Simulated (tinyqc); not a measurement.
Worked calculation: deep level with several charge states, and Shockley-Read-Hall recombination. Values are carried at full precision from step to step, so a last printed digit may differ when a step is redone from the rounded ones.

Energies from Ev. The defect has charge states +1, 0, -1 with weights 1, gm exp((EF - E1)/kT), exp((2 EF - E1 - E2)/kT); the shares are the weights over their sum. Boltzmann carriers: n = Nc exp((EF - Eg)/kT), p = Nv exp(-EF/kT). Neutrality: p - n + Nd + Nt <q> = 0.

Constants: kB = 8.617333262e-05 eV/K.

Parameters, chosen for this exercise (gap and densities of states near those of Ge at this temperature; the results hold for these values, not for the real material):
- Eg = 0.664 eV (gap)
- Nc = 1.03e+19 1/cm^3 (conduction-band density of states)
- Nv = 4.92e+18 1/cm^3 (valence-band density of states)
- T = 300 K
- E1 = 0.416 eV (level (+1/0) above Ev)
- E2 = 0.282 eV (level (0/-1) above Ev)
- gm = 2 (degeneracy of the middle state, the others 1)
- Nt = 1.5e+13 1/cm^3 (defects)
- Nd = -8e+13 1/cm^3 (ionised shallow donors minus acceptors)
- E_try = 0.371 eV (trial Fermi level)
- Et = 0.282 eV (recombination level above Ev)
- sn = 6.7e-15 cm^2 (electron capture cross-section)
- sp_ = 1.4e-16 cm^2 (hole capture cross-section)
- vth = 18000000 cm/s (thermal velocity, both carriers)
- Nm = 6e+16 1/cm^3 (equilibrium holes for the lifetime steps)
- dn = 3.6e+15 1/cm^3 (excess pairs)

## Charge states at a trial Fermi level

Form the exponents, the shares, the mean charge and the residual of neutrality at EF = E_try.

exponents of the second and third weights: -1.741  1.702

shares: +1 0.1463, 0 0.0513, -1 0.8024

<q> = -0.6561

n, p (1/cm^3): 1.23e+14  2.88e+12

residual = -2.10e+14 1/cm^3

The residual is negative, so EF must fall.

## The neutral state

Solve for EF.

EF = 0.2883 eV

shares at EF: +1 0.977, 0 0.014, -1 0.009

n = 5.03e+12 1/cm^3
p = 7.05e+13 1/cm^3

Without the defects the majority density would be 8.42e+13 1/cm^3; with them the density of these carriers is 7.05e+13, so they compensate part of the doping. Most defects are in the state +1. The level order is inverted (negative U), so the middle state is never the most common.

## Recombination through one level

One level at Et with degeneracy 1: tn = 1/(sn vth Nt), tp = 1/(sp_ vth Nt), n1 = Nc exp((Et - Eg)/kT), p1 = Nv exp(-Et/kT), ni^2 = n1 p1. Equilibrium p0 = Nm, n0 = ni^2/Nm; n = n0 + dn, p = p0 + dn. U = (n p - ni^2)/(tp (n + n1) + tn (p + p1)), lifetime dn/U; emission rates en = sn vth n1, ep = sp_ vth p1.

Evaluate each quantity.

tn, tp (microsecond): 0.5528  26.46

n1, p1 (1/cm^3): 3.94e+12  9.01e+13

U = 1.75e+21 1/(cm^3 s)
lifetime = 2.05 microsecond

The lifetime is 3.713 times the minority capture time tn and 0.076 times tn + tp, the limit of high injection.

## Emission and generation in a depleted region

With n = p = 0 the level generates pairs at G = Nt en ep/(en + ep); generation lifetime tg = ni/G; current density e G W for a width W = 1 micrometre, e = 1.602176634e-19 C.

en, ep (1/s): 4.75e+05  2.27e+05

G = 2.30e+18 1/(cm^3 s)
tg = 8.18 microsecond
current density = 3.69e-05 A/cm^2

The two emission rates are comparable (en/ep = 2.09), which is near the largest generation.

## Checks

- U against hole capture minus emission at the steady occupation of the level (1/(cm^3 s)): both 1.754e+21.

tinyqc: `OMP_NUM_THREADS=1 python tinyqc.py 1650005 1650006 out.jsonl`; about 0.01 s, one thread, shared Intel(R) Xeon(R) Processor @ 2.30GHz.
